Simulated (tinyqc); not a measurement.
Potential-pH (Pourbaix) lines of a metal, its cation, its oxide and an oxyanion, with a complexing ligand: one step, computed by the program tinyqc.

Potentials are against the standard hydrogen electrode; solids and water have unit activity; dG_f of M, H+ and the electron is zero; F = e N_A and s = R T ln(10)/F. The cation carries z = 2.

Task: Mixed potential with oxygen reduction. Anodic i = i0a 10^((E - E_a)/b_a) with E_a the cation line with ligand; cathodic i = i0c 10^((E_c - E)/b_c) with E_c the oxygen line; supply caps the cathodic current, 1/i_c = 1/i(Tafel) + 1/i_L. E_corr makes the two currents equal. Without the cap it would be [b_c E_a + b_a E_c + b_a b_c log10(i0c/i0a)]/(b_a + b_c). Rate = i V_m/(z F). Films are left out.

Inputs (values chosen for the exercise, modelled on zinc): temperature T = 298.15 K; limiting current density i_L = 0.0002 A/cm^2; molar volume V_m = 9.16 cm^3/mol.

Species: M, M2+, MO, MO2(2-).

exchange current densities, metal and cathodic (A/cm^2): [2.3e-05, 4.2e-11]

Tafel slopes, anodic and cathodic (mV/decade): [55, 95]

cation line with ligand = -1.075898 V

oxygen line = 0.7911123 V

Constants: e = 1.602176634e-19 C; N_A = 6.02214076e+23 1/mol.

Give: E_corr without the cap; corrosion potential E_corr; corrosion current density; i/i_L; etch rate.

Result:

E_corr without the cap = -0.5912 V

corrosion potential E_corr = -1.024 V

corrosion current density = 2.00e-04 A/cm^2

i/i_L = 1

etch rate = 5.696 nm/min

The current sits at the supply limit: stirring or more oxidant, not the ligand, sets the rate. Caution: other oxidation states, hydroxides and hydrides are left out, and the lines say nothing of rates. Caution: E_corr lies below the hydrogen line, so hydrogen evolution, left out here, adds cathodic current.
